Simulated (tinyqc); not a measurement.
Substrate current against gate voltage: lateral field, substrate current, probability of reaching the oxide barrier and hot-carrier lifetime of a silicon transistor (pseudo-two-dimensional and lucky-electron models). Computed by tinyqc, a small Python program. Command: `OMP_NUM_THREADS=1 python tinyqc.py 3027713 3027714 out.jsonl hotcar walk`. One thread of a shared host (Intel(R) Xeon(R) Processor @ 2.30GHz), about 0.01 s of CPU time with the checks.

Local-field models: a lucky carrier gains its energy at the peak field over a path free of collisions. Voltages are magnitudes.

Inputs (values chosen for the exercise, modelled on a silicon n-channel):
```
quantity                             value                      unit
channel length L                       360                        nm
oxide thickness t                      6.9                        nm
junction depth x_j                      84                        nm
mobility mu                            290                cm^2/(V s)
saturation velocity v_s               0.89                  1e7 cm/s
threshold voltage V_T                 0.44                         V
drain voltage V_D                      2.2                         V
ionisation prefactor A_i           1.7e+06                      1/cm
ionisation field B_i                  1.66                     MV/cm
hot-carrier mean free path lambda      7.1                        nm
oxide barrier phi_b                    3.1                        eV
interface-trap threshold phi_it        3.6                        eV
lifetime constant H                    100  s microampere/micrometre
```

Drain: abrupt.

Constants: eps_0 = 8.8541878128e-12 F/m.

Method:
- C_ox = 3.9 eps_0/t; F_sat = 2 v_s/mu; V_Dsat = V_ov F_sat L/(V_ov + F_sat L), V_ov = V_G - V_T; I_D/W = C_ox v_s (V_ov - V_Dsat).
- Scale length l = 0.22 t^(1/3) x_j^(1/2) (all in cm); F_m = sqrt(((V_D - V_Dsat)/l_e)^2 + F_sat^2), with l_e = l; length of the velocity-saturated region l_e ln((V_D - V_Dsat)/(l_e F_sat) + F_m/F_sat).
- Substrate current I_sub/I_D = (A_i/B_i)(V_D - V_Dsat) exp(-B_i/F_m); probability of reaching the oxide barrier exp(-phi_b/(e lambda F_m)); lifetime tau = (H/(I_D/W)) exp(phi_it/(e lambda F_m)).

At the given drain voltage:
```
V_G (V)  V_Dsat (V)  I_D/W (microampere/micrometre)  F_m (kV/cm)  I_sub/W (microampere/micrometre)     tau (s)
0.54         0.0957                            1.93       378.49                           0.05175  3.4102e+07
0.64         0.1834                            7.39       363.14                           0.15795  1.5673e+07
0.80         0.3096                           22.46       341.09                           0.33478  1.2721e+07
0.99         0.4404                           48.82       318.27                           0.47783  1.6986e+07
1.20         0.5655                           86.63       296.52                           0.53713  3.0813e+07
1.50         0.7164                          153.06       270.38                           0.50139  9.1086e+07
1.80         0.8419                          230.78       248.74                           0.40565  3.0881e+08
2.10         0.9479                          317.17       230.55                           0.30356  1.1224e+09
2.40         1.0387                          410.36       215.06                           0.21688  4.2280e+09
```

I_sub peaks at V_G = 1.2 V, 0.55 V_D: a higher gate voltage brings more carriers but raises V_Dsat and so lowers F_m. The shortest lifetime among the rows lies at V_G = 0.8 V, below that of the largest I_sub, since tau depends more steeply on the field.

Extremes, crossings and ranges named in words are read from the listed rows.
